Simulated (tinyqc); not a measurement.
What each value does: bond unit of a tetrahedral oxide and its oxygen vacancy in tight binding.

Two sp3 hybrids h1, h2 at eh = (es + 3 ep)/4 point at one oxygen with orbitals s, px, py, pz; x joins the two cations, z bisects the angle phi, and th = (180 - phi)/2. With u = hbar^2/(m d^2) = 2c/d^2, c = hbar^2/2m0: Vhs = -(1.32 + sqrt3 x 1.42) u/2 and Vhp = (1.42 + sqrt3 x 2.22) u/2. <h|s> = Vhs for both; <h1|px> = Vhp cos(th), <h2|px> = -Vhp cos(th); <h|pz> = Vhp sin(th) for both; py is a lone pair. The unit holds 8 electrons. Coupling between units, which widens the levels into bands, is left out.

Constants: hbar^2/2m0 = 3.80998211 eV angstrom^2.

Inputs chosen for the exercise (near tabulated values for SiO2; not measured data):
- es = -14.89 eV (s level of the cation)
- ep = -7.46 eV (p level of the cation)
- eos = -34.11 eV (s level of oxygen)
- eop = -16.6 eV (p level of oxygen)
- d = 1.61 angstrom (cation-oxygen distance)
- phi = 135 degrees (bond angle at oxygen)
- R = 3.15 angstrom (cation-cation distance across the vacancy)

Spacing from the highest filled to the lowest empty level, excess electrons on oxygen (their number less 6), and the vacancy bond level eh - V2 - eop, V2 = 3.22 x 2c/R^2.

Results for these values:
```
case  spacing (eV)  excess on O  vacancy level (eV)
base       11.0345       0.9784              4.8097
```

What happens to each result for es = -14.39 eV, all else kept?

Answer: spacing rises from 11.0345 to 11.1371; excess on O rises from 0.9784 to 0.9878; vacancy level rises from 4.8097 to 4.9347.

The same for each parameter in turn:
```
case               spacing (eV)  excess on O  vacancy level (eV)
base                    11.0345       0.9784              4.8097
es = -14.39 eV          11.1371       0.9878              4.9347
ep = -6.96 eV           11.3432       1.0064              5.1847
eos = -32.11 eV         11.1670       0.9683              4.8097
eop = -16.1 eV          10.5957       0.9418              4.3097
d = 1.65 angstrom       10.7430       1.0096              4.8097
phi = 127 degrees       11.4871       0.9432              4.8097
R = 3.3 angstrom        11.0345       0.9784              5.0294
```

Program tinyqc; command `OMP_NUM_THREADS=1 python tinyqc.py 1450871 1450872 out.jsonl`; about 0.01 s on one thread of a shared Intel(R) Xeon(R) Processor @ 2.30GHz.
